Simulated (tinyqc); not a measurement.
Thermoelectric coefficients with electrons and holes, Landauer integrals: effect of the gap.

Bulk parabolic band, x = (E - Ec)/kB T, C = hbar^2/(2 m0), kB T in eV. Modes per area gv m kB T x/(4 pi C) times the back-scattering length l0 x^rr give the transport function s0 X(x), s0 = (2 q^2/h) gv m kB T l0/(4 pi C), X = x^(1 + rr). Holes have the same form with the prefactor bb s0 and the reduced level -eta - xg in place of eta. I_k = int X (x - eta)^k w dx, w = 1/(4 cosh^2((x - eta)/2)).

sigma = s0 I_0, S = -(kB/q) I_1/I_0, Lorenz number L = (kB/q)^2 [I_2/I_0 - (I_1/I_0)^2], kappa_e = L sigma T. With both bands: sigma = sigma_n + sigma_p, S = (sigma_n S_n + sigma_p S_p)/sigma with S_p = +(kB/q) I_1/I_0 of the holes, and kappa_e is the sum of L sigma T of both bands and the bipolar term sigma_n sigma_p (S_p - S_n)^2 T/sigma. Power factor S^2 sigma, ZT = S^2 sigma T/(kappa_e + kL). The integrals are converged.

Parameters, values chosen for the exercise:
- T = 700 K (temperature)
- m = 0.43 m0 (mass of one valley)
- gv = 3 (valleys)
- l0 = 17 nm (back-scattering length at x = 1)
- rr = 0 (energy exponent of that length)
- kL = 1.3 W/(m K) (lattice thermal conductivity)
- eta = 0.7 (reduced Fermi level (EF - Ec)/kB T)
- bb = 0.51 (ratio of the hole prefactor to the electron prefactor)

Constants: q = 1.602176634e-19 C, kB = 1.380649e-23 J/K, hbar = 1.054571817e-34 J s, h = 6.62607015e-34 J s, m0 = 9.1093837015e-31 kg, Vt = kB T/q, hbar^2/(2 m0) = 0.0380998212 eV nm^2. Results are converted to the units shown.

Results:
```
xg    sigma (S/cm)  S (uV/K)  kappa_e (W/(m K))  power factor (mW/(m K^2))       ZT  bipolar kappa (W/(m K))
1           2544.9   -129.93             5.8575                     4.2964  0.42019                   2.8750
2.4         2409.8   -153.20             4.0532                     5.6560  0.73959                   1.2149
5.1         2365.0   -164.15             2.9534                     6.3722   1.0487                  0.16186
6.5         2362.5   -164.98             2.8413                     6.4307   1.0870                 0.052344
7.9         2361.9   -165.22             2.8047                     6.4476   1.0996                 0.016371
9.2         2361.7   -165.29             2.7936                     6.4522   1.1033                0.0054371
10.6        2361.7   -165.31             2.7897                     6.4537   1.1046                0.0016263
12          2361.7   -165.31             2.7886                     6.4541   1.1050                4.7821e-4
```

Estimate the missing row, xg = 3.8.

Computed row:
```
xg   sigma (S/cm)  S (uV/K)  kappa_e (W/(m K))  power factor (mW/(m K^2))       ZT  bipolar kappa (W/(m K))
3.8        2373.7   -161.63             3.2433                     6.2009  0.95539                  0.44267
```

With this row back in the table: S falls from -130 to -165 uV/K, the bipolar kappa falls from 2.87 to 4.78e-4 W/(m K), and ZT rises from 0.420 to 1.10. ZT is within 5 % of its last value from xg = 6.5 on among the rows.

Range of the model: Parabolic bands, elastic scattering and a fixed kL make these model figures, not those of a material.

Computed by the program tinyqc: `OMP_NUM_THREADS=1 python tinyqc.py 2800028 2800029 out.jsonl`, one thread of a shared Intel Xeon 2.30GHz, about 0.03 s for the whole run.
